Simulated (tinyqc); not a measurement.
Tunnelling through a two-layer gate stack, WKB transmission and Tsu-Esaki current: effect of the thickness t2 at fixed voltage.

Electrons leave the emitter at x = 0. Energies E (motion across the layers) are in eV from the emitter Fermi level; the collector Fermi level lies at -V and offers states at every E. No charge in the dielectric and no image force: F1 = V/(t1 + t2 eps1/eps2), F2 = F1 eps1/eps2; U = phi1 - F1 x in layer 1 and phi2 - F1 t1 - F2 (x - t1) in layer 2. With C = hbar^2/(2 m0), kappa = sqrt(m (U - E)/C) where U > E and 0 elsewhere; T(E) = exp(-S), S = 2 times the integral of kappa over x.

Each layer adds (2/F) sqrt(m/C) [G(u at its left edge) - G(u at its right edge)] to S, with u = U - E (0 where negative) and G(u) = (2/3) u^1.5. J = J0 times the integral of T(E) N(E) dE, N = ln[(1 + exp(-E/Vt))/(1 + exp((-E - V)/Vt))], J0 = q^2 me m0 kB T/(2 pi^2 hbar^3) (times 1e-4 for A/cm^2 per eV), from E = -Ef to far above the barrier (T = 1 there), by quadrature converged to the digits shown.

Inputs (values chosen for the exercise); layer 1 close to silicon dioxide, layer 2 close to zirconium oxide:
```
symbol,value,unit,meaning
T,200,K,temperature
Ef,2.3,eV,Fermi energy of the emitter above its band bottom
me,1,m0,emitter mass in the supply function
phi1,3.2,eV,barrier of layer 1 above the emitter Fermi level at zero bias
m1,0.49,m0,tunnelling mass of layer 1
t1,0.9,nm,thickness of layer 1
eps1,3.82,,relative permittivity of layer 1
phi2,1.36,eV,barrier of layer 2 at zero bias
m2,0.25,m0,tunnelling mass of layer 2
eps2,25.6,,relative permittivity of layer 2
V,0.3,V,voltage across the dielectric
```

Constants: q = 1.602176634e-19 C, kB = 1.380649e-23 J/K, hbar = 1.054571817e-34 J s, m0 = 9.1093837015e-31 kg, Vt = kB T/q, hbar^2/(2 m0) = 0.0380998212 eV nm^2. Results are converted to the units shown.

Result of one run:
```
S at E = 0	T(E = 0)	J (A/cm^2)	mean E of the current (eV)
23.17	8.678e-11	0.02718	-0.2551
```

Which thickness of layer 2 t2 gave this result: 1.6, 1.8, 2 or 2.2 nm?

t2 = 2.2 nm.

The whole series:
```
t2 (nm)	S at E = 0	T(E = 0)	J (A/cm^2)	mean E of the current (eV)
0.8	15.56	1.748e-7	150.2	-0.4299
1	16.64	5.938e-8	42.68	-0.3913
1.2	17.72	2.011e-8	12.27	-0.3591
1.4	18.81	6.796e-9	3.563	-0.3318
1.6	19.89	2.291e-9	1.043	-0.3085
1.8	20.98	7.709e-10	0.3074	-0.2884
2	22.07	2.589e-10	0.09116	-0.2707
2.2	23.17	8.678e-11	0.02718	-0.2551
```

J falls from 150 to 0.0272 A/cm^2: 2.73 decades a nanometre between the first two rows and 2.63 between the last two. The exponent S alone gives dS/dt/ln 10 = 2.34 and 2.37.

Computed by the program tinyqc: `OMP_NUM_THREADS=1 python tinyqc.py 2540006 2540007 out.jsonl`, one thread of a shared Intel Xeon 2.30GHz, about 0.04 s for the whole run.
